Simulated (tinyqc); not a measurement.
From one set of inputs to another, one input at a time: trap-assisted generation and recombination current of an abrupt junction. Computed by tinyqc, a small Python program. Command: `OMP_NUM_THREADS=1 python tinyqc.py 3009909 3009910 out.jsonl junctionleak ladder`. One thread of a shared host (Intel(R) Xeon(R) Processor @ 2.30GHz), about 0.04 s of CPU time with the checks.

Depletion approximation, flat quasi-Fermi levels across the depleted layer, long neutral regions with minority lifetimes tau_n and tau_p, full ionisation and Boltzmann statistics. Voltages in exponents stand for e V.

The inputs printed are set A. Inputs not listed in the table keep their values of set A, so the rows need not describe a real material.

Inputs (values chosen for the exercise, with bands and screening modelled on InP):

| quantity | value | unit |
|---|---|---|
| gap E_g | 1.34 | eV |
| electron mass m_e | 0.078 | m_0 |
| valleys M_c | 1 | - |
| hole mass m_h | 0.616 | m_0 |
| dielectric constant eps | 12 | - |
| acceptor density N_A | 7.5e+15 | cm^-3 |
| donor density N_D | 6.1e+18 | cm^-3 |
| capture time tau_n | 6.9e-09 | s |
| capture time tau_p | 9e-08 | s |
| trap level E_t - E_i | 0 | eV |
| electron diffusion coefficient D_n | 50 | cm^2/s |
| hole diffusion coefficient D_p | 2.2 | cm^2/s |
| forward bias V | 0.3 | V |
| reverse bias V_r | 5.4 | V |
| temperature T | 250 | K |

Field enhancement: none.

Constants: k_B = 8.617333262e-05 eV/K; m_0 = 9.1093837015e-31 kg; k_B = 1.380649e-23 J/K; h = 6.62607015e-34 J s; e = 1.602176634e-19 C; eps_0 = 8.8541878128e-12 F/m.

Method:
- N_c = 2 M_c (2 pi m_e k_B T/h^2)^(3/2) and N_v = 2 (2 pi m_h k_B T/h^2)^(3/2), masses in units of m_0.
- n_i = sqrt(N_c N_v) exp(-E_g/2 k_B T); V_bi = (k_B T/e) ln(N_A N_D/n_i^2); diffusion saturation current J_d0 = e n_i^2 [sqrt(D_n/tau_n)/N_A + sqrt(D_p/tau_p)/N_D].
- W = sqrt(2 eps eps_0 (V_bi - V)(1/N_A + 1/N_D)/e), x_p = W N_D/(N_A + N_D), x_n = W - x_p, peak field F_m = 2 (V_bi - V)/W; reverse bias means V = -V_r.
- Potential from the p edge: phi = (V_bi - V) x^2/(x_p W) on the p side and (V_bi - V)[1 - (W - x)^2/(x_n W)] on the n side; p = N_A exp(-phi/k_B T), n = n_i^2 exp(V/k_B T)/p; U = (n p - n_i^2)/[tau_p (n + n_i exp(dE/k_B T)) + tau_n (p + n_i exp(-dE/k_B T))], dE = E_t - E_i, n1 = n_i exp(dE/k_B T), p1 = n_i exp(-dE/k_B T); J_t = e int U dx by the trapezoid rule on 400 intervals on each side.
- Generation lifetime tau_g = tau_p exp(dE/k_B T) + tau_n exp(-dE/k_B T); textbook estimate e n_i W/tau_g; generation current J_g = -J_t; total = J_g + J_d0 (1 - exp(-V_r/k_B T)).
- Total J = J_t + J_d0 (exp(V/k_B T) - 1); ideality n = (e/k_B T) dV/d ln J, central difference of 1 mV.

Each row keeps all changes above it:

| input moved | from | to | total reverse current (A/cm^2) | generation current (A/cm^2) | ideality factor |
|---|---|---|---|---|---|
| set A | - | - | 7.3731e-12 | 7.3731e-12 | 1.9408 |
| capture time tau_p (s) | 9e-08 | 1.2e-05 | 6.2182e-14 | 6.2182e-14 | 1.9106 |
| acceptor density N_A (cm^-3) | 7.5e+15 | 3.2e+15 | 9.5782e-14 | 9.5782e-14 | 1.9065 |
| forward bias V (V) | 0.3 | 0.44 | 9.5782e-14 | 9.5782e-14 | 1.8973 |
| temperature T (K) | 250 | 300 | 2.3078e-11 | 2.3077e-11 | 1.6430 |
| gap E_g (eV) | 1.34 | 1.39 | 8.6935e-12 | 8.6934e-12 | 1.7669 |
| reverse bias V_r (V) | 5.4 | 8 | 1.0962e-11 | 1.0962e-11 | 1.7669 |
| donor density N_D (cm^-3) | 6.1e+18 | 6.6e+18 | 1.0962e-11 | 1.0962e-11 | 1.7669 |

Where does the difference come from?

Total reverse current goes from 7.37e-12 to 1.10e-11, a factor 1.49 in all. The largest single move comes from temperature T (a factor 241), and capture time tau_p works against it (a factor 0.00843). Generation current goes from 7.37e-12 to 1.10e-11, a factor 1.49 in all. The largest single move comes from temperature T (a factor 241), and capture time tau_p works against it (a factor 0.00843). Ideality factor goes from 1.94 to 1.77, a factor 0.910 in all. The largest single move comes from temperature T (a factor 0.866), and gap E_g works against it (a factor 1.08). The single moves hold for this order of the switches; the total does not depend on the order.

Caution (all rows): one side is doped near or above its effective density of states, so Boltzmann statistics understate V_bi.

Extremes, crossings and ranges named in words are read from the listed rows.
